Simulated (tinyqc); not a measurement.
Choosing the metal: Schottky barrier with interface states (Cowley-Sze model), image lowering and contact resistance. Computed by tinyqc, a small Python program. Command: `OMP_NUM_THREADS=1 python tinyqc.py 3014438 3014439 out.jsonl pinning walk`. One thread of a shared host (Intel(R) Xeon(R) Processor @ 2.30GHz), about 0.01 s of CPU time with the checks.

An n-type semiconductor under a metal. The barrier lies between the Schottky-Mott limit phi_M - chi and the Bardeen limit E_g - E_n, E_n being the neutrality level of the interface states; the space-charge term of the full Cowley-Sze expression is left out.

Inputs (values chosen for the exercise, with gap, mass and screening modelled on CdTe):
```
quantity                                       value         unit
gap E_g                                         1.51           eV
electron affinity chi                           4.28           eV
metal work function phi_M                       5.02           eV
neutrality level E_n above the valence band    0.852           eV
interface-state density D                    3.2e+12  cm^-2 eV^-1
dipole layer thickness delta                     0.4           nm
dipole layer constant eps_i                        4            -
dielectric constant eps_s                       9.85            -
electron mass m_e                              0.096          m_0
valleys M_c                                        1            -
donor density N                                6e+16        cm^-3
temperature T                                    300            K
```

Pinning factor from: interface states.

Constants: e = 1.602176634e-19 C; eps_0 = 8.8541878128e-12 F/m; k_B = 8.617333262e-05 eV/K; hbar = 1.054571817e-34 J s; m_0 = 9.1093837015e-31 kg; k_B = 1.380649e-23 J/K; h = 6.62607015e-34 J s.

Method:
- S = 1/(1 + e^2 D delta/(eps_i eps_0)); for D per eV, e^2 D is the number e x D in SI units, with 1 cm^-2 = 1e4 m^-2.
- phi_B = S (phi_M - chi) + (1 - S)(E_g - E_n); the hole barrier is E_g - phi_B.
- A* = 4 pi e m_e M_c k_B^2/h^3 (a simple valley count); J_s = A* T^2 exp(-phi/k_B T).
- E_00 = (e hbar/2) sqrt(N/(m_e eps_s eps_0)), E_0 = E_00 coth(E_00/k_B T); scaling form of the contact resistivity rho_c = (k_B/(e A* T)) exp(phi_B/E_0), which is the thermionic result when E_00 << k_B T and keeps only the leading exponential of tunnelling when E_00 >> k_B T; image lowering is left out of it.

pinning factor S = 0.945265

Bardeen barrier = 0.658 eV

E_0 = 0.0261334 eV

Against work function:
```
phi_M (eV)  Schottky-Mott (eV)  phi_B (eV)  J_0 (A/cm^2)  rho_c (ohm cm^2)
4.28                      0.00      0.0360    2.5780e+05        9.8786e-08
4.50                      0.22      0.2440    8.2745e+01        2.8224e-04
4.71                      0.43      0.4425    3.8282e-02        5.6164e-01
4.93                      0.65      0.6504    1.2287e-05        1.6047e+03
5.14                      0.86      0.8489    5.6846e-09        3.1932e+06
5.36                      1.08      1.0569    1.8245e-12        9.1233e+09
5.57                      1.29      1.2554    8.4412e-16        1.8155e+13
5.79                      1.51      1.4634    2.7093e-19        5.1870e+16
```

What does the comparison show, and why?

A span of 1.51 eV in work function moves the barrier by 1.427 eV (slope S = 0.945) and rho_c by 23.7 decades. The barrier equals its Schottky-Mott value only at phi_M = chi + E_g - E_n = 4.94 eV, where the interface states are neutral.
